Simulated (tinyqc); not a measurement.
Slater-Koster d bands of a bcc metal, step by step. Values are carried at full precision from step to step, so a last printed digit may differ when a step is redone from the rounded ones.

Slater-Koster d bands. For a bond with direction cosines (l, m, n) the 5 x 5 block is dds Ps + ddp Pp + ddd (1 - Ps - Pp), the projectors on sigma, pi and delta states about the bond; for instance <xy|xy> = 3 l^2 m^2 dds + (l^2 + m^2 - 4 l^2 m^2) ddp + (n^2 + l^2 m^2) ddd, <xy|yz> = 3 l m^2 n dds + l n (1 - 4 m^2) ddp + l n (m^2 - 1) ddd and <3z2-r2|3z2-r2> = (n^2 - (l^2 + m^2)/2)^2 dds + 3 n^2 (l^2 + m^2) ddp + (3/4)(l^2 + m^2)^2 ddd. H(k) sums the blocks times cos(k.R) over the neighbours; the d level is the zero of energy; k in 2 pi/a.

Values chosen for the exercise (of the size met in Nb; not measured data):
- dds = -1.245 eV (dd sigma)
- ddp = 0.697 eV (dd pi)
- ddd = -0.087 eV (dd delta)
- f2 = 0.487 (factor on all three integrals for second neighbours)
- Es = 5.6 eV (s level)
- sss = -0.79 eV (ss sigma)
- sds = -0.65 eV (sd sigma)
- k = (0.18, 0.3, 0.22) 2 pi/a (wave vector)
- Nd = 4 (d electrons per atom)

## The block of one bond

Direction (1,1,1)/sqrt3; its eigenvalues must be dds once, ddp twice and ddd twice.

block (eV):
```
             xy       yz       zx    x2-y2   3z2-r2
xy      -0.2988  -0.4731  -0.4731        0  -0.3018
yz      -0.4731  -0.2988  -0.4731  -0.2613   0.1509
zx      -0.4731  -0.4731  -0.2988   0.2613   0.1509
x2-y2         0  -0.2613   0.2613   0.4357        0
3z2-r2  -0.3018   0.1509   0.1509        0   0.4357
```

## Levels at Gamma

Neighbours: eight at (a/2)(1,1,1) and equivalents, and six at a(1,0,0) and equivalents with the integrals times f2.

Summing the blocks at k = 0 gives E(t2g) = (8/3) dds + (16/9) ddp + (32/9) ddd + f2 (4 ddp + 2 ddd), E(eg) = (16/3) ddp + (8/3) ddd + f2 (3 dds + 3 ddd).

levels (eV): t2g (threefold) -1.1172, eg (twofold) 1.5393

The t2g level lies lower, by 2.6565 eV.

## The Hamiltonian at one k

An s orbital at Es couples to nearest neighbours alone: <s|s> = sss, <s|xy> = sqrt3 l m sds (cyclic), <s|x2-y2> = (sqrt3/2)(l^2 - m^2) sds, <s|3z2-r2> = (n^2 - (l^2 + m^2)/2) sds.

Sum over the neighbours.

H(k) (eV):
```
             s       xy       yz       zx    x2-y2   3z2-r2
s       3.1833   1.0028   1.3072   0.6027        0        0
xy      1.0028  -0.8506   0.7598   1.6480        0   0.8063
yz      1.3072   0.7598  -1.0327   1.2642   0.9103  -0.5256
zx      0.6027   1.6480   1.2642  -0.4716  -0.4197  -0.2423
x2-y2        0        0   0.9103  -0.4197   1.2082   0.3589
3z2-r2       0   0.8063  -0.5256  -0.2423   0.3589   1.0627
```

## Levels and character

Diagonalise H; t2g is xy, yz, zx and eg the other two.

levels (eV): -2.6436  -2.1875  0.7768  1.2301  1.6434  4.2801

weights:
```
     band 1  band 2  band 3  band 4  band 5  band 6
s     0.015   0.005   0.268   0.000   0.007   0.704
t2g   0.949   0.864   0.713   0.151   0.031   0.292
eg    0.036   0.131   0.019   0.848   0.962   0.003
```

## Levels at points of symmetry

Coordinates: G (0, 0, 0), H (1, 0, 0), N (0.5, 0.5, 0), P (0.5, 0.5, 0.5); the others lie half way.

Levels (eV):

| k | band 1 | band 2 | band 3 | band 4 | band 5 | band 6 |
|---|---|---|---|---|---|---|
| G | -1.117 | -1.117 | -1.117 | -0.720 | 1.539 | 1.539 |
| G-H 0.5 | -1.777 | -0.085 | -0.085 | 0.479 | 1.442 | 5.600 |
| H | -5.431 | -5.431 | 3.663 | 3.663 | 3.663 | 11.920 |
| N | -4.023 | -3.700 | 0.892 | 1.777 | 3.870 | 6.809 |
| P | -1.273 | -1.273 | -1.273 | 1.946 | 1.946 | 5.600 |
| P-G 0.5 | -2.478 | -2.478 | 0.606 | 1.527 | 1.527 | 4.591 |
| G-N 0.5 | -2.409 | -2.277 | 0.925 | 1.376 | 1.658 | 3.042 |

On these points the bands run from -5.431 (H) to 11.920 eV (H).

## Second moment and the rectangular band

mu2 = z (dds^2 + 2 ddp^2 + 2 ddd^2)/5 per orbital, with z = 8 + 6 f2^2. A rectangular band with the same mu2 has width W = sqrt(12 mu2), Fermi level W (Nd/10 - 1/2) and bond energy -W Nd (10 - Nd)/20 (Friedel).

mu2 = 4.7808 eV^2
W = 7.5743 eV
Fermi level = -0.7574 eV
bond energy per atom = -9.0892 eV

The bond energy is the attractive part alone; the repulsion between atoms, left out, cancels a large share of it in the cohesive energy.

## Checks

- Levels at Gamma from the formulas against H(0): they agree to 1e-10 or better.
- Second moment from the formula against the mean square level on the mesh: both 4.78082.

Computed by tinyqc, a small Python program: `OMP_NUM_THREADS=1 python tinyqc.py 1481867 1481868 out.jsonl` (the numbers bound the seed that draws the inputs); one thread of a shared host (Intel(R) Xeon(R) Processor @ 2.30GHz), about 0.03 s for the whole set of steps.
